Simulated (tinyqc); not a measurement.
Worked calculation: coupled-perturbed Hartree-Fock on RHF in the 6-311g basis, for H2, spin multiplicity 1. One step of it, computed by the program tinyqc.

Question. Orthogonalisation. S = U s U^T; canonical form X = U s^(-1/2), so that X^T S X = 1. Each column of U has its largest component positive (the first on a tie).

overlap S, lower triangle:
```
          1H 1s     1H 2s     1H 3s     2H 1s     2H 2s     2H 3s
1H 1s  1.000000
1H 2s  0.706377  1.000000
1H 3s  0.373664  0.788963  1.000000
2H 1s  0.129340  0.313271  0.277355  1.000000
2H 2s  0.313271  0.599361  0.617263  0.706377  1.000000
2H 3s  0.277355  0.617263  0.850947  0.373664  0.788963  1.000000
```

Give: eigenvalues of S; X.

Answer.

eigenvalues of S: 0.0443  0.1326  0.2530  0.7683  1.1231  3.6788

X:
```
             1        2        3        4        5       6
1H 1s   0.6281  -0.9532  -0.6985   0.6157   0.5655  0.1550
1H 2s  -1.9695   1.4685   0.8942   0.1076   0.3350  0.2362
1H 3s   2.6499  -0.8406   0.8301  -0.5100   0.1150  0.2369
2H 1s  -0.6281  -0.9532   0.6985   0.6157  -0.5655  0.1550
2H 2s   1.9695   1.4685  -0.8942   0.1076  -0.3350  0.2362
2H 3s  -2.6499  -0.8406  -0.8301  -0.5100  -0.1150  0.2369
```
